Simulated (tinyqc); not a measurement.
Free-carrier absorption and index change in the near infrared: free-carrier optics of a doped semiconductor (Drude model).

eps(E) = ei [1 - Ep^2/(E^2 + i E Gam)], with Ep^2 = 8 pi c (e^2/(4 pi eps0)) N/(m ei), c = hbar^2/2m0, N in 1/angstrom^3 (1e-24 per 1/cm^3); Gam = hbar/tau, tau = mu m m0/e with m0/e = 5.685630e-12 kg/C and mu in m^2/(V s). Energies in meV.

n + i k = sqrt(eps1 + i eps2) with k >= 0; R = ((n - 1)^2 + k^2)/((n + 1)^2 + k^2) at normal incidence from vacuum; alpha = 2 E k/(hbar c), times 1e8 for 1/cm; loss function Im(-1/eps) = eps2/(eps1^2 + eps2^2).

Constants: hbar^2/2m0 = 3.80998211 eV angstrom^2; e^2/(4 pi eps0) = 14.39964547 eV angstrom; hbar = 6.58211957e-16 eV s; hbar c = 1973.269805 eV angstrom.

Values chosen for the exercise (mass and dielectric values near those of Si; N and mu are free inputs; interband absorption and the rise of the mass with filling are left out; not measured data):

| symbol | value | unit | meaning |
|---|---|---|---|
| N | 2.1e+19 | 1/cm^3 | carrier density |
| m | 0.266 | m0 | conductivity mass |
| mu | 45 | cm^2/(V s) | mobility |
| ei | 11.65 |  | high-frequency dielectric constant |

At the wavelengths listed E = hc/lambda (hc = 1239.841984 eV nm). Approximate forms: alpha = ei Ep^2 Gam/(E^2 sqrt(ei) hbar c) and dn = -sqrt(ei) Ep^2/(2 E^2).

Free carriers:

| lambda (micrometre) | E (meV) | alpha (1/cm) | alpha, approximate | dn | dn, approximate |
|---|---|---|---|---|---|
| 1.31 | 946.4 | 174 | 175 | -0.0177 | -0.0178 |
| 1.55 | 799.9 | 243 | 244 | -0.0247 | -0.0249 |
| 2.00 | 619.9 | 402 | 407 | -0.0407 | -0.0415 |
| 3.00 | 413.3 | 891 | 915 | -0.0896 | -0.0934 |
| 5.00 | 248.0 | 2.37e+03 | 2.54e+03 | -0.232 | -0.259 |
| 8.00 | 155.0 | 5.48e+03 | 6.51e+03 | -0.496 | -0.664 |
| 10.60 | 117.0 | 8.49e+03 | 1.14e+04 | -0.686 | -1.17 |

At 1.55 micrometre alpha = 243 1/cm and dn = -0.0247; a phase shift of pi needs a length lambda/(2 |dn|) = 31.4 micrometre, over which the loss is 3.31 dB. The approximate alpha is within 5 % up to 3 micrometre of the wavelengths listed; it needs photon energies well above both Ep and Gam, which lie at 12.8 and 12.8 micrometre. Interband and intervalley absorption are left out; with a realistic dc mobility the Drude form tends to understate the near-infrared absorption of Si.

Program tinyqc; command `OMP_NUM_THREADS=1 python tinyqc.py 1680843 1680844 out.jsonl`; about 0.01 s on one thread of a shared Intel(R) Xeon(R) Processor @ 2.30GHz.
